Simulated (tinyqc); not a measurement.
Conductance against temperature: thermal boundary conductance by the acoustic and diffuse mismatch models. Computed by tinyqc, a small Python program. Command: `OMP_NUM_THREADS=1 python tinyqc.py 3024879 3024880 out.jsonl kapitza walk`. One thread of a shared host (Intel(R) Xeon(R) Processor @ 2.30GHz), about 0.01 s of CPU time with the checks.

Each side has one longitudinal and two transverse Debye branches, omega = v q up to q_D = (6 pi^2 n)^(1/3), with n counting all atoms. Scattering at the interface is elastic. Electrons are left out of G, also for metals. Melting is ignored. G refers to the temperatures of the phonons sent towards the interface. Linear branches over all atoms overstate G at high T, most for crystals with several atoms a cell.

Inputs (values chosen for the exercise, modelled on tungsten (side 1) and lead (side 2)):

| quantity | value | unit |
|---|---|---|
| density rho_1 | 19.8 | g/cm^3 |
| longitudinal velocity vL_1 | 5320 | m/s |
| transverse velocity vT_1 | 2980 | m/s |
| atom density n_1 | 61.5 | 1/nm^3 |
| density rho_2 | 11.2 | g/cm^3 |
| longitudinal velocity vL_2 | 2360 | m/s |
| transverse velocity vT_2 | 948 | m/s |
| atom density n_2 | 32.7 | 1/nm^3 |

Structure: film on a substrate.

Constants: hbar = 1.054571817e-34 J s; k_B = 1.380649e-23 J/K.

Method:
- omega_c = v q_D for each branch, given as hbar omega_c/k_B; impedance Z = rho v.
- No mode conversion. t(theta) = 4 Z_1 Z_2 cos(theta_1) cos(theta_2)/N^2, with N = Z_2 cos(theta_1) + Z_1 cos(theta_2) for L (the form for pressure waves) and N = Z_1 cos(theta_1) + Z_2 cos(theta_2) for both T branches (the form for shear waves polarised along the interface); sin(theta_2) = (v_2/v_1) sin(theta_1), and t = 0 beyond the critical angle arcsin(v_1/v_2); the mean over the incoming flux is alpha = 2 int t sin(theta_1) cos(theta_1) d theta_1 (64 Gauss-Legendre points).
- G = (k_B^4 T^3/(8 pi^2 hbar^3)) int W(x) x^4 e^x/(e^x - 1)^2 dx, x = hbar omega/(k_B T). Acoustic mismatch: W = sum over the three branches of alpha(1 to 2)/v_1^2, each up to the lower of its two cut-offs. Diffuse mismatch: W = S_1 S_2/(S_1 + S_2), where S_i sums 1/v^2 over the branches of side i still below their cut-off. Radiation limit: W = min(S_1, S_2). The integral is split at the four cut-offs (64 Gauss-Legendre points a piece, x at most 45).

Branches:

| branch | v (m/s) | cut-off (K) | Z (1e6 kg/(m^2 s)) |
|---|---|---|---|
| L, side 1 | 5320 | 625.192 | 105.3360 |
| T, side 1 | 2980 | 350.201 | 59.0040 |
| L, side 2 | 2360 | 224.683 | 26.4320 |
| T, side 2 | 948 | 90.254 | 10.6176 |

Transmission:

| branch | t at normal incidence | largest angle from side 1 (deg) | alpha, 1 to 2 | alpha, 2 to 1 |
|---|---|---|---|---|
| L | 0.641427 | 90 | 0.492328 | 0.0968848 |
| T | 0.516987 | 90 | 0.676840 | 0.0684968 |

G (MW/(m^2 K)):

| T (K) | acoustic mismatch | diffuse mismatch | radiation limit |
|---|---|---|---|
| 2 | 0.013848 | 0.019169 | 0.021245 |
| 5 | 0.21636 | 0.29950 | 0.33195 |
| 10 | 1.6533 | 2.3304 | 2.6144 |
| 20 | 7.7088 | 13.893 | 17.818 |
| 40 | 19.291 | 57.259 | 86.406 |
| 80 | 31.694 | 121.18 | 192.36 |
| 150 | 37.525 | 153.49 | 246.38 |
| 300 | 39.690 | 165.69 | 266.80 |
| 600 | 40.269 | 168.97 | 272.29 |
| 1000 | 40.394 | 169.68 | 273.48 |

All three follow T^3 at the cold end (exponent 3.00 for the diffuse model) and flatten at high T (exponent 0.01 at the hot end); the lowest cut-off is 90 K. The ratio of diffuse to acoustic goes from 1.38 to 4.20. The plateau is set by the frequencies that both sides share.

Extremes, crossings and ranges named in words are read from the listed rows.
